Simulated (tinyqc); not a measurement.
## Slope factor and drain-induced lowering from three currents

Question. With source and body at 0 V, I = A exp((Vg + dd Vd)/(nf Vt)) (1 - exp(-Vd/Vt)). Find nf, the swing nf Vt ln 10 and dd.

Values chosen for this exercise:
- T = 378 K (temperature)

Constants: q = 1.602176634e-19 C, kB = 1.380649e-23 J/K, Vt = kB T/q. Results are converted to the units shown.

currents at (Vg, Vd) = (0, 0.05), (0, 1.2) and (0.09, 1.2) V (nA/um): [0.11896305, 18.948276, 200.98590]

Solution. The pair at equal Vd gives nf; the pair at equal Vg, after dividing out the factors 1 - exp(-Vd/Vt), gives dd.

nf = 1.170
swing = 87.75 mV/decade
dd = 0.1600

tinyqc, about 0.03 s, one thread, Intel Xeon 2.30GHz (shared host): `OMP_NUM_THREADS=1 python tinyqc.py 2242197 2242198 out.jsonl`
